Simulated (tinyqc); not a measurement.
Six-transistor SRAM cell, nodal equations and margins: one step of the calculation.

Two cross-coupled inverters (pull-down bn, pull-up bp) hold the nodes Q and QB; access transistors (ba, threshold VTn, gate on the word line at Vdd when selected) join them to the bit lines. Transistor (EKV form, voltages against the body): I = 2 n b Vt^2 [F(vp - Vs) - F(vp - Vd)] from drain to source, F(v) = ln^2(1 + exp(v/(2 Vt))), vp = (Vg - VT + sg |Vd - Vs|)/n. n-channel bodies are at 0; for the p-channel device all voltages are counted down from Vdd. b in uA/V^2 gives I in uA. For an access transistor the bit line is the drain and the node the source. In a read both bit lines are at Vdd. The cell is symmetric (no mismatch).

Problem. Node voltages in a read by Newton steps. F1 = In(gate QB, drain Q) - Ip(gate QB, drain Q) - Ia(bit line, Q), F2 the same with Q and QB exchanged; J by central differences with +/- 1e-6 V; solve J d = -F, limit each component to +/- 0.15 V and add.

Inputs (values chosen for the exercise):

| symbol | value | unit | meaning |
|---|---|---|---|
| T | 250 | K | temperature |
| Vdd | 0.8 | V | supply voltage |
| n | 1.22 |  | slope factor |
| sg | 0.108 |  | drain-induced barrier lowering |
| VTn | 0.28 | V | n-channel threshold |
| VTp | 0.42 | V | p-channel threshold (magnitude) |
| bn | 310 | uA/V^2 | gain factor of the pull-down transistor |
| ba | 260 | uA/V^2 | gain factor of the access transistor |
| bp | 110 | uA/V^2 | gain factor of the pull-up transistor |

Constants: q = 1.602176634e-19 C, kB = 1.380649e-23 J/K, Vt = kB T/q. Results are converted to the units shown.

(Q, QB) after iteration 1 (V): Q 0.11773437, QB 0.79997188

Give: F1, F2; J; (Q, QB) after iteration 2.

Solution.

F1, F2 (uA): -4.7658  0.0150

J (uS):
```
         Q     QB
F1  251.84  36.54
F2    0.54  28.75
```

(Q, QB) after iteration 2 (V): Q 0.13679, QB 0.79909

Program tinyqc, `OMP_NUM_THREADS=1 python tinyqc.py 2340060 2340061 out.jsonl`; Intel Xeon 2.30GHz, shared host, one thread, about 0.1 s.
